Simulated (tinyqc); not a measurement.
Electron continuity equation in a given potential, Scharfetter-Gummel discretisation: two steps of the calculation.

Steady state in one dimension: J = q mu n E + q D dn/dx with E = -dpsi/dx and D = mu Vt, dJ/dx = q (n/tau - G), fixed densities nL and nR at the ends. The potential is given, psi = 0 for x < L/2 and U (2 x/L - 1) beyond, and is not changed by the electrons.

Inputs (values chosen for the exercise); mobility close to that of gallium phosphide at room temperature:
- T = 450 K (temperature)
- mu = 250 cm^2/(V s) (electron mobility)
- L = 0.7 um (length of the region)
- nL = 2.8e15 cm^-3 (density at x = 0)
- nR = 3.4e16 cm^-3 (density at x = L)

Constants: q = 1.602176634e-19 C, kB = 1.380649e-23 J/K, Vt = kB T/q. Results are converted to the units shown.

Question 1. Bernoulli factors. d_i = (psi_(i+1) - psi_i)/Vt; B(d) = d/(exp(d) - 1), B(0) = 1. The flux on interval i is J_i = (q D/h) [n_(i+1) B(d_i) - n_i B(-d_i)].

```
node,psi (V)
0,0.00000000
1,0.00000000
2,0.00000000
3,0.00000000
4,0.00000000
5,0.00000000
6,0.04636364
7,0.13909091
8,0.23181818
9,0.32454545
10,0.41727273
11,0.51000000
```

Give: d_i; B(d_i); B(-d_i).

Answer 1.

```
interval,d_i,B(d_i),B(-d_i)
0,0.0000,1.0000,1.0000
1,0.0000,1.0000,1.0000
2,0.0000,1.0000,1.0000
3,0.0000,1.0000,1.0000
4,0.0000,1.0000,1.0000
5,1.1956,0.51857,1.7142
6,2.3912,0.24088,2.6321
7,2.3912,0.24088,2.6321
8,2.3912,0.24088,2.6321
9,2.3912,0.24088,2.6321
10,2.3912,0.24088,2.6321
```

The largest |d_i| is 2.39, above 2, where central differences lose the sign pattern that keeps densities positive.

Question 2. Densities and current. B(d) = d/(exp(d) - 1) with d_i = (psi_(i+1) - psi_i)/Vt; b and f are the diagonal and right side of the balance equations. Solve B(-d_(i-1)) n_(i-1) + b_i n_i + B(d_i) n_(i+1) = f_i (end values already in f), then J_i = (q D/h) [n_(i+1) B(d_i) - n_i B(-d_i)], h = L/11, D = mu Vt.

```
interval,B(d_i),B(-d_i)
0,1,1
1,1,1
2,1,1
3,1,1
4,1,1
5,0.51857161,1.7141886
6,0.24088257,2.6321166
7,0.24088257,2.6321166
8,0.24088257,2.6321166
9,0.24088257,2.6321166
10,0.24088257,2.6321166
```

```
node,diagonal b,right side f (cm^-3)
1,-2.1347484,-2.8179620e15
2,-2.1347484,-1.7961961e13
3,-2.1347484,-1.7961961e13
4,-2.1347484,-1.7961961e13
5,-2.8489370,-1.7961961e13
6,-3.2854366,-1.7961961e13
7,-3.0077476,-1.7961961e13
8,-3.0077476,-1.7961961e13
9,-3.0077476,-1.7961961e13
10,-3.0077476,-8.2079694e15
```

Find: n; J.

Answer 2.

```
node,n (cm^-3)
0,2.8000e15
1,1.9407e15
2,1.3250e15
3,8.6980e14
4,5.1387e14
5,2.0923e14
6,1.2388e14
7,1.2613e14
8,1.4675e14
9,3.7955e14
10,3.0611e15
11,3.4000e16
```

```
interval,J (A/cm^2)
0,-209.73
1,-150.29
2,-111.10
3,-86.87
4,-74.36
5,-71.86
6,-72.17
7,-72.41
8,-71.96
9,-63.86
10,32.43
```

tinyqc, about 0.01 s, one thread, Intel Xeon 2.30GHz (shared host): `OMP_NUM_THREADS=1 python tinyqc.py 2220152 2220153 out.jsonl`
